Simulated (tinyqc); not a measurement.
## Yield against design margin

Cells fail independently with probability Q(k) = erfc(k/sqrt(2))/2 when the margin is k standard deviations, and Y = exp(-Nb Q(k)). phi = exp(-k^2/2)/sqrt(2 pi).  k = margin/s(dVT). With one spare that repairs any one cell, Y1 = exp(-x)(1 + x), x = Nb Q(k).

Inputs (values chosen for the exercise): number of cells Nb = 65536.

s(dVT) = 19.1 mV

Result of one run:

| k | Q(k) | expected failures x | Y | Y1 |
|---|---|---|---|---|
| 4.398 | 5.465e-6 | 0.3582 | 0.6990 | 0.9493 |

Which margin M gave this result: 78, 84, 98, 110 or 118 mV?

M = 84 mV.

The whole series:

| M (mV) | k | Q(k) | expected failures x | Y | Y1 |
|---|---|---|---|---|---|
| 78 | 4.084 | 2.216e-5 | 1.452 | 0.2341 | 0.5740 |
| 84 | 4.398 | 5.465e-6 | 0.3582 | 0.6990 | 0.9493 |
| 88 | 4.607 | 2.039e-6 | 0.1337 | 0.8749 | 0.9918 |
| 92 | 4.817 | 7.296e-7 | 0.04781 | 0.9533 | 0.9989 |
| 98 | 5.131 | 1.442e-7 | 0.009449 | 0.9906 | 1.000 |
| 104 | 5.445 | 2.590e-8 | 0.001697 | 0.9983 | 1.000 |
| 110 | 5.759 | 4.227e-9 | 2.770e-4 | 0.9997 | 1.000 |
| 118 | 6.178 | 3.246e-10 | 2.127e-5 | 1.000 | 1.000 |

Over a change of the margin from 78 to 118 mV, k goes from 4.08 to 6.18, the expected failures fall by 4.8 decades and the yield goes from 0.234 to 1.000. The spare helps most at M = 78 mV among the rows, where it lifts the yield from 0.234 to 0.574.

Computed by the program tinyqc: `OMP_NUM_THREADS=1 python tinyqc.py 2090126 2090127 out.jsonl`, one thread of a shared Intel Xeon 2.30GHz, about 0.01 s for the whole run.
